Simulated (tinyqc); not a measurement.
Band filling: full bands against the rectangular model: Slater-Koster d bands of a bcc metal.

Slater-Koster d bands. For a bond with direction cosines (l, m, n) the 5 x 5 block is dds Ps + ddp Pp + ddd (1 - Ps - Pp), the projectors on sigma, pi and delta states about the bond; for instance <xy|xy> = 3 l^2 m^2 dds + (l^2 + m^2 - 4 l^2 m^2) ddp + (n^2 + l^2 m^2) ddd, <xy|yz> = 3 l m^2 n dds + l n (1 - 4 m^2) ddp + l n (m^2 - 1) ddd and <3z2-r2|3z2-r2> = (n^2 - (l^2 + m^2)/2)^2 dds + 3 n^2 (l^2 + m^2) ddp + (3/4)(l^2 + m^2)^2 ddd. H(k) sums the blocks times cos(k.R) over the neighbours; the d level is the zero of energy; k in 2 pi/a.

Neighbours: eight at (a/2)(1,1,1) and equivalents, and six at a(1,0,0) and equivalents with the integrals times f2.

Mesh: k = f1 b1 + f2 b2 + f3 b3 with fractions (j + 1/2)/N, j = 0 to N - 1, and b = (-1,1,1), (1,-1,1), (1,1,-1) for fcc, (0,1,1), (1,0,1), (1,1,0) for bcc, unit vectors for simple cubic. The lowest Nd/10 of all levels are filled with two electrons each; the bond energy is their sum per atom.

Parameters, chosen for this exercise (of the size met in W; the results hold for these values, not for the real material):

| symbol | value | unit | meaning |
|---|---|---|---|
| dds | -1.344 | eV | dd sigma |
| ddp | 0.833 | eV | dd pi |
| ddd | -0.134 | eV | dd delta |
| f2 | 0.487 |  | factor on all three integrals for second neighbours |
| N | 8 |  | mesh |

W = sqrt(12 mu2) with mu2 the mean square level on the mesh; rectangular model: Fermi level W (Nd/10 - 1/2), bond energy -W Nd (10 - Nd)/20. The Fermi level of the mesh is the highest filled level.

Per atom (eV):

| Nd | EF, bands | bond energy, bands | EF, rectangle | bond energy, rectangle |
|---|---|---|---|---|
| 1 | -3.388 | -3.861 | -3.419 | -3.846 |
| 2 | -2.747 | -6.926 | -2.564 | -6.837 |
| 3 | -2.065 | -9.402 | -1.709 | -8.974 |
| 4 | -0.731 | -10.944 | -0.855 | -10.256 |
| 5 | 0.892 | -10.867 | 0.000 | -10.684 |
| 6 | 1.510 | -9.638 | 0.855 | -10.256 |
| 7 | 1.805 | -7.993 | 1.709 | -8.974 |
| 8 | 2.066 | -6.065 | 2.564 | -6.837 |
| 9 | 3.103 | -3.620 | 3.419 | -3.846 |

W = 8.547 eV
full width on the mesh = 9.903 eV

The bond energy is deepest at Nd = 4 (-10.944 eV); the rectangle has its minimum at 5. The two differ most at Nd = 7, by 0.981 eV or 9 % of the deepest value: the second moment fixes the parabola, and higher moments the rest. At Nd = 3 and 7 the bands give -9.402 and -7.993 eV, a skew towards less than half filling.

Computed by tinyqc, a small Python program: `OMP_NUM_THREADS=1 python tinyqc.py 1450287 1450288 out.jsonl` (the numbers bound the seed that draws the inputs); one thread of a shared host (Intel(R) Xeon(R) Processor @ 2.30GHz), about 0.05 s for the whole set of steps.
